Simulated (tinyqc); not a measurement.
Do the excited 1s states matter for ionisation? Model: valley-orbit splitting of a donor ground state, with strain. Computed by tinyqc, a small Python program. Command: `OMP_NUM_THREADS=1 python tinyqc.py 3019755 3019756 out.jsonl valleyorbit walk`. One thread of a shared host (Intel(R) Xeon(R) Processor @ 2.30GHz), about 0.01 s of CPU time with the checks.

The basis is the 1s envelope in each valley; energies are counted from the unstrained conduction-band edge. The strain is e_s (a a^T - 1/3) for the unit stress axis a, so valley j along n_j moves by Xi_u e_s w_j with w_j = (n_j.a)^2 - 1/3: +1/6 for x and y, -1/3 for z. The splitting at the zone boundary that a [110] shear adds for <100> valleys is left out.

Inputs (values chosen for the exercise, for a model many-valley semiconductor):

| quantity | value | unit |
|---|---|---|
| single-valley binding energy E_0 | 19.2 | meV |
| central-cell shift Lambda | 7.32 | meV |
| coupling Delta_1 | 2.4 | meV |
| coupling Delta_2 | 0.825 | meV |
| shear deformation potential Xi_u | 9.06 | eV |
| donor density N_D | 1.8e+17 | cm^-3 |
| density-of-states mass of one valley m_e | 0.323 | m_0 |

Valleys: six along <100>. Stress axis: [110].

Constants: k_B = 8.617333262e-05 eV/K; m_0 = 9.1093837015e-31 kg; k_B = 1.380649e-23 J/K; h = 6.62607015e-34 J s.

Method:
- By symmetry: E(A1) = E_0 + Lambda + 4 Delta_1 + Delta_2 (one state), E(T2) = E_0 + Lambda - Delta_2 (three), E(E) = E_0 + Lambda - 2 Delta_1 + Delta_2 (two), as binding energies.
- H_jj = -(E_0 + Lambda) + Xi_u e_s w_j; H_jk = -Delta_2 between opposite valleys and -Delta_1 between perpendicular ones.
- z = sum over levels of exp(-(E - E_ground)/k_B T), the ground-state share being 1/z; N_c = 2 (2 pi m_e k_B T/h^2)^(3/2) sum_j exp(-(shift_j - lowest shift)/k_B T); n1 = N_c/(2 z) exp(-binding/k_B T), binding = lowest shift - E_ground; without compensation n = 2 N_D/(1 + sqrt(1 + 4 N_D/n1)) (Boltzmann statistics; p and higher states left out).
- No strain here. The last two columns set z = 1, with the A1 depth, or use one level at E_0 with z equal to the number of valleys.

E(A1) = 36.945 meV

Ionised share:

| T (K) | z | all 1s states | ground state alone | no splitting |
|---|---|---|---|---|
| 21 | 1.0067 | 4.3830e-05 | 4.3977e-05 | 2.4151e-03 |
| 36 | 1.0991 | 4.4104e-03 | 4.6233e-03 | 3.2494e-02 |
| 54 | 1.3580 | 3.8466e-02 | 4.4680e-02 | 1.1797e-01 |
| 78 | 1.7974 | 1.4122e-01 | 1.8450e-01 | 2.6727e-01 |
| 110 | 2.3534 | 3.1687e-01 | 4.4009e-01 | 4.5285e-01 |
| 170 | 3.1403 | 5.8765e-01 | 7.7288e-01 | 6.8303e-01 |
| 290 | 4.0366 | 8.3204e-01 | 9.4619e-01 | 8.6680e-01 |

What does the comparison show, and why?

z grows from 1.007 to 4.04 of at most 6. Leaving out the excited states overstates the ionised share by up to 38.9 % (at 110 K); ignoring the splitting misses by a factor 55.1 at the lowest T and 1.04 at the highest.

Extremes, crossings and ranges named in words are read from the listed rows.
